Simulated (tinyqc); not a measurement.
# From Stokes shift back to displacement dQ

Model: configuration-coordinate model of a defect: Huang-Rhys factor and luminescence line shape. Computed by tinyqc, a small Python program. Command: `OMP_NUM_THREADS=1 python tinyqc.py 3027208 3027209 out.jsonl ccline inv`. One thread of a shared host (Intel(R) Xeon(R) Processor @ 2.30GHz), about 0.04 s of CPU time with the checks.

Ground state E_g(Q) = (1/2) omega_g^2 Q^2; excited state E_e(Q) = E_0 + (1/2) omega_e^2 (Q - dQ)^2 with omega_e = omega_g and E_0 = E_ZPL. Q is mass-weighted; the dipole does not depend on Q (Condon approximation).

Inputs (values chosen for the exercise, for a model defect): zero-phonon energy E_ZPL = 0.605 eV; ground-state phonon hbar omega_g = 20.1 meV.

Modes: equal frequencies in both states.

Constants: hbar^2/u = 4.18015928e-03 eV angstrom^2.

Method. S = hbar omega dQ^2/(2 hbar^2/u) for each state; relaxation energy S hbar omega; absorption at E_0 + S_e hbar omega_e, emission at E_0 - S_g hbar omega_g; the Stokes shift is their difference.

Problem. A run gave the result below. Find the displacement dQ, known to lie between 0.43 and 0.86 u^(1/2) angstrom.

Stokes shift = 0.02859153 eV

Solution.

Each step takes the trial c = (a f_b - b f_a)/(f_b - f_a), f being the result less the target and a, b, c the logarithms of the listed values; c replaces end b, the old b replaces a if the sign of f changed, and otherwise f_a is halved.

Scan of the range:
```
displacement dQ (u^(1/2) angstrom)  Stokes shift (eV)
0.430                                       0.0178705
0.483                                       0.0225472
0.542                                       0.0283921
0.608                                       0.0357278
0.683                                       0.0450859
0.766                                       0.0567096
0.860                                       0.0714819
```

False position (Illinois rule, in the logarithm of the input) inside the bracket:
```
step     end a     end b     trial  Stokes shift (eV)
1     0.542000  0.608000  0.543696          0.0285700
2     0.608000  0.543696  0.543878          0.0285892
3     0.608000  0.543878  0.543917          0.0285933
4     0.543878  0.543917  0.543900          0.0285915
5     0.543917  0.543900  0.543900          0.0285915
```

Stokes shift rises at every point of a 13-point scan of the range (every second point is shown), so one value fits; it is bracketed by 0.542 and 0.608. The scan shows a pure power law with exponent 2.000, so scaling from any one row also gives the answer directly. Answer: displacement dQ = 0.5439 u^(1/2) angstrom.
